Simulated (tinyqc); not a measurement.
From results back to parameters: Tamm state at the end of a one-band chain. Four cases, with inputs chosen for the exercise.

Problem. The end state of a chain with hopping -t and end-site shift D has E = D + t^2/D and weight 1 - (t/D)^2 on the end site. The values below come from hidden t and D.

Find: D, t.

Method. With (t/D)^2 = 1 - w, E = D (2 - w), which gives D, and t = |D| sqrt(1 - w).

Case 1.

E = -3.970261 eV
weight = 0.273800

Solution.

D, t (eV): -2.300  1.960

Case 2.

E = -2.668824 eV
weight = 0.255671

Solution.

D, t (eV): -1.530  1.320

Case 3.

E = -3.606320 eV
weight = 0.659361

Solution.

D, t (eV): -2.690  1.570

Case 4.

E = -6.453617 eV
weight = 0.832981

Solution.

D, t (eV): -5.530  2.260

Computed by tinyqc, one run a case: `OMP_NUM_THREADS=1 python tinyqc.py N N+1 out.jsonl` with N = 1450217, 1450221, 1450279, 1450354; one thread of a shared Intel(R) Xeon(R) Processor @ 2.30GHz, about 0.01 s a run at most.
